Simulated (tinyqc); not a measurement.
A particle near a wafer in liquid: double-layer and van der Waals forces (DLVO), deposition barrier and removal: one step, computed by the program tinyqc.

Sphere and flat wall, Derjaguin approximation, constant potentials in the linear-superposition form, no retardation and no hydration force.

Task: Removing an attached particle. Adhesion F_a = A R/(6 h0^2) [1 + a^2/(R h0)] - kappa Z R exp(-kappa h0), a the contact radius. Drag in a shear flow F_d = 1.7 x 6 pi mu R^2 G, acting at 1.4 R; rolling starts when 1.4 R F_d = a F_a. Wall shear stress = mu G.

Inputs (values chosen for the exercise, of the order of those for silica on silica in water):
```
quantity               value   unit
particle radius R         22     nm
Hamaker constant A     5e-21      J
temperature T            323      K
contact distance h0      0.3     nm
contact radius over R   0.19      -
viscosity               0.51  mPa s
```

kappa = 0.2504604 1/nm

Z = -8.588845 pN

Give: van der Waals adhesion; net adhesion F_a; wall shear stress for rolling; shear rate G.

Result:

van der Waals adhesion = 743.0 pN

net adhesion F_a = 786.9 pN

wall shear stress for rolling = 6886 Pa

shear rate G = 1.350e+07 1/s
